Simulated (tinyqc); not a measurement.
# Changing the seed thickness t

Model: electroplating on a thin resistive seed layer: kinetics, Wagner number and the terminal effect across a wafer. Computed by tinyqc, a small Python program. Command: `OMP_NUM_THREADS=1 python tinyqc.py 3120913 3120914 out.jsonl terminal sweep`. One thread of a shared host (Intel(R) Xeon(R) Processor @ 2.30GHz), about 0.05 s of CPU time with the checks.

Current enters the seed at the rim. The bath is treated as a local resistance per area (no lateral flow in the liquid), two electrons per ion, molar volume 7.11 cm^3/mol, Faraday constant F = e N_A, kinematic viscosity 0.01 cm^2/s, omega = 2 pi x rpm/60; k_B T/e is in volts.

Inputs (values chosen for the exercise, of the order of those for copper plating from an acid sulfate bath): wafer radius R = 15 cm; seed resistivity = 14 microohm cm; bath conductivity kappa = 0.23 S/cm; gap to the anode h = 9.2 cm; extra resistance of a porous plate = 0 ohm cm^2; exchange current density i_0 = 0.099 mA/cm^2; cathodic transfer coefficient alpha = 0.33; mean current density = 18 mA/cm^2; diffusivity of the metal ion = 6.5e-06 cm^2/s; metal ion concentration = 0.61 mol/L; rotation rate = 30 rpm; temperature T = 298 K.

Constants: e = 1.602176634e-19 C; N_A = 6.02214076e+23 1/mol; k_B = 8.617333262e-05 eV/K.

Method:
- Growth rate = i V_m/(2 F). Levich limit i_L = 0.62 x 2 F D^(2/3) omega^(1/2) nu^(-1/6) c. Tafel overpotential eta = (k_B T/(alpha e)) ln(i/i_0); kinetic resistance k_B T/(alpha e i); bath resistance h/kappa + plate; R_s = resistivity/t; Wagner number = kinetic resistance x kappa/R.
- Linearised: with R_t = kinetic + bath resistance the current density obeys (1/r)(r i')' = i R_s/R_t, so i = A I_0(r/l), l = sqrt(R_t/R_s); with x = R/l, edge/centre = I_0(x) and edge/mean = x I_0(x)/(2 I_1(x)).
- Voltage drop in the seed for a uniform current: i R_s R^2/4.
- Full model: seed potential phi(r) with (1/r)(r phi')' = R_s i, where i solves phi = R_b i + (k_B T/(alpha e)) ln(i/i_0) (phi being the driving voltage left at r); phi'(0) = 0 and phi'(R) = R_s i_mean R/2. Solved by collocation to a tolerance of 1e-7.

One run for each value:
```
seed thickness t (nm)  edge over centre, full model  edge over centre, linear  x = R/l  drop for uniform current (mV)
17                                            53.96                     103.0    6.466                           8338
30                                            19.14                      24.2    4.867                           4725
55                                             7.45                       8.0    3.595                           2577
100                                            3.67                       3.7    2.666                           1418
180                                            2.25                       2.3    1.987                            788
330                                            1.61                       1.6    1.468                            430
600                                            1.32                       1.3    1.088                            236
```

Over the rows, edge over centre, full model falls from 54.0 to 1.32 (exponent d ln y / d ln x -1.8 between the first rows and -0.34 between the last); edge over centre, linear falls from 103 to 1.32 (exponent d ln y / d ln x -2.6 between the first rows and -0.34 between the last); x = R/l falls from 6.47 to 1.09 (exponent d ln y / d ln x about -0.50 throughout).  Left out: 5.00, 9.10 (the centre would hardly plate).

Caution (rows 17.0, 30.0): at the rim the current nears the limiting value, which would flatten the real profile.
